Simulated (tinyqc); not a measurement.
Sublattice potential against complex hopping: Haldane model. Computed by the program tinyqc. H_AA = delta - 2 t2 sum cos(k.b + phi), H_BB = -delta - 2 t2 sum cos(k.b - phi), H_AB = -t1 (1 + exp(-i k.a1) + exp(-i k.a2)), b = a1, a2 - a1, -a2, m = 3 sqrt3 t2 sin(phi); the sign of the Chern number follows the orientation k1 then k2.

Honeycomb lattice:

| parameter | value |
|---|---|
| t1 (eV) | 2.600000 |
| t2 (eV) | 0.500000 |
| phi (rad) | -1.530000 |

Gaps at the two valleys (eV) and Chern number of the lower band (12 x 12 mesh):

| delta | gap 2\|delta - m\| | gap 2\|delta + m\| | Chern number |
|---|---|---|---|
| -4.6730 | 4.1542 | 14.5378 | 0 |
| -3.3750 | 1.5582 | 11.9418 | 0 |
| -1.5580 | 2.0758 | 8.3078 | 1 |
| 0.0000 | 5.1918 | 5.1918 | 1 |
| 1.0380 | 7.2678 | 3.1158 | 1 |
| 1.9470 | 9.0858 | 1.2978 | 1 |
| 3.2450 | 11.6818 | 1.2982 | 0 |
| 5.1920 | 15.5758 | 5.1922 | 0 |

What does the comparison show, and why?

Here |m| = 2.5959 eV. For |delta| < |m| the two valleys have masses of opposite sign and the Chern number is +/-1; one gap closes at |delta| = |m|, and beyond it the band is trivial.
